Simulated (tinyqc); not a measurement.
# Barrier and mass from two temperatures

Inverse problem. The saturation current of a Schottky diode is J0 = A* T^2 exp(-q phi/(kB T)) with a fixed barrier and A* = 4 pi q me m0 kB^2/h^3 (times 1e-4 for A/(cm^2 K^2)). Find phi, A* and me.

Constants: q = 1.602176634e-19 C, kB = 1.380649e-23 J/K, h = 6.62607015e-34 J s, m0 = 9.1093837015e-31 kg. Results are converted to the units shown.

J0 at 280 and 350 K (A/cm^2): 9.6160678e-9  1.1394382e-5

Solution. The slope of ln(J0/T^2) against q/(kB T) is -phi and the intercept is ln A*.

phi = 0.800 eV
A* = 30.8 A/(cm^2 K^2)
me = 0.256 m0

Program tinyqc, `OMP_NUM_THREADS=1 python tinyqc.py 2640080 2640081 out.jsonl`; Intel Xeon 2.30GHz, shared host, one thread, about 0.01 s.
